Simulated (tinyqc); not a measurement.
# Worked calculation: surface potential of a MOS transistor: implicit equation and explicit approximations

Program tinyqc, `OMP_NUM_THREADS=1 python tinyqc.py 2122210 2122211 out.jsonl`; Intel Xeon 2.30GHz, shared host, one thread, about 0.01 s. Printed values are rounded.

p-type body, charge-sheet picture, depletion and inversion only, full ionisation (an idealisation for deep acceptors), Boltzmann statistics (rough once Na exp(x - xn) passes about Nc/7). In units of Vt: xg = (Vg - Vfb)/Vt, x = psi/Vt, G = gamma/sqrt(Vt), xn = (2 phiF + Vc)/Vt. The implicit equation is (xg - x)^2 = G^2 [x - 1 + exp(x - xn)] for x above about 3. Cox = eps0 eox/tox.

Values chosen for this exercise; band and dielectric values close to those of silicon:
- T = 300 K (temperature)
- Eg = 1.13 eV (band gap)
- eps_r = 11.6 (relative permittivity)
- Nc = 2.76e19 cm^-3 (conduction-band density of states at T)
- Nv = 2.6e19 cm^-3 (valence-band density of states at T)
- eox = 8.85 (relative permittivity of the gate insulator (close to aluminium oxide))
- tox = 16 nm (insulator thickness)
- Na = 2.9e16 cm^-3 (acceptor density)
- Vfb = -0.35 V (flat-band voltage)
- Vc = 0 V (channel-body voltage)
- Vg = 1.24 V (gate-body voltage)

Constants: q = 1.602176634e-19 C, kB = 1.380649e-23 J/K, Vt = kB T/q, eps0 = 8.8541878128e-14 F/cm where lengths are in cm. Results are converted to the units shown.

Range of the model: The electron quasi-Fermi level lies less than 2 Vt below the band edge at the surface, or above it, where degeneracy and confinement, left out, matter.

## Scales

ni = sqrt(Nc Nv) exp(-Eg/(2 Vt)), Eg in volts; phiF = Vt ln(Na/ni); gamma = sqrt(2 q eps0 eps_r Na)/Cox; VT = Vfb + Vt (xn + G sqrt(xn - 1)).

phiF = 0.388472 V
gamma = 0.199481 V^0.5
G = 1.24066
xn = 30.0535
VT = 0.599824 V
xg = 61.5039

## Explicit approximation

Depletion value a = 1 + [sqrt(G^2/4 + xg - 1) - G/2]^2; inversion value b = xn + ln[(xg - xn)^2/G^2 - xn + 1] and first guess y = min(a, b) - ln(1 + exp(-|a - b|)) if a > xn + 1, else b = y = a; one second-order correction with D = exp(y - xn), p = 2 (xg - y) + G^2 (1 + D), w = (xg - y)^2 - G^2 (y - 1 + D): z = y + 2 w/(p + sqrt(p^2 - 2 (2 - G^2 D) w)), or the Newton step z = y + w/p where the root is not real.

a = 52.5925
b = 36.4728
y = 36.4728
p = 996.010
w = -372.451
z = 35.9874

The root of the implicit equation is x = 36.0124; y misses it by 0.46 and z by -0.025, in units of Vt.

## Starting value

x = a rounded to two decimals.

x at the start = 52.59

## Iteration 1: new x

D = exp(x - xn), f = (xg - x)^2 - G^2 (x - 1 + D), f' = -2 (xg - x) - G^2 (1 + D), x(new) = x - f/f'.

D = 6.13012e9
f = -9.43573e9
f' = -9.43573e9
x after iteration 1 = 51.5900

## Iteration 2: new x

As before.

D = 2.25514e9
f = -3.47121e9
f' = -3.47121e9
x after iteration 2 = 50.5900

## Course of the iteration

Stop when the step is below 1e-11, or after 60 iterations.

Course of the iteration:

| iteration | x before the step | step |
|---|---|---|
| 1 | 52.59 | -1.00 |
| 2 | 51.5900 | -1.00 |
| 3 | 50.5900 | -1.00 |
| 4 | 49.5900 | -1.00 |
| 5 | 48.5900 | -1.00 |
| 6 | 47.5900 | -1.00 |
| 7 | 46.5900 | -1.00 |
| 8 | 45.5900 | -1.00 |
| 9 | 44.5900 | -1.00 |
| ... | ... | ... |
| 14 | 39.6007 | -0.978 |
| 15 | 38.6223 | -0.937 |
| 16 | 37.6852 | -0.826 |
| 17 | 36.8589 | -0.581 |
| 18 | 36.2776 | -0.235 |
| 19 | 36.0425 | -0.0297 |
| 20 | 36.0128 | -4.13e-4 |
| 21 | 36.0124 | -7.82e-8 |
| 22 | 36.0124 | < 1e-13 |

Converged in 22 iterations. In 14 iterations the step is within 5 % of -1, the mark of an exponential that dominates f.

## Potential, charges and gate control

converged x = 36.0124

psi = Vt x; N_dep = Cox Vt G sqrt(x - 1)/q; N_inv = (Cox Vt G/q) [sqrt(x - 1 + exp(x - xn)) - sqrt(x - 1)]; dpsi/dVg = 1/[1 + G^2 (1 + exp(x - xn))/(2 (xg - x))].

psi = 0.930991 V
N_dep = 5.80123e11 cm^-2
N_inv = 1.4343e12 cm^-2
dpsi/dVg = 0.0786230

psi lies 6.0 Vt above 2 phiF + Vc.
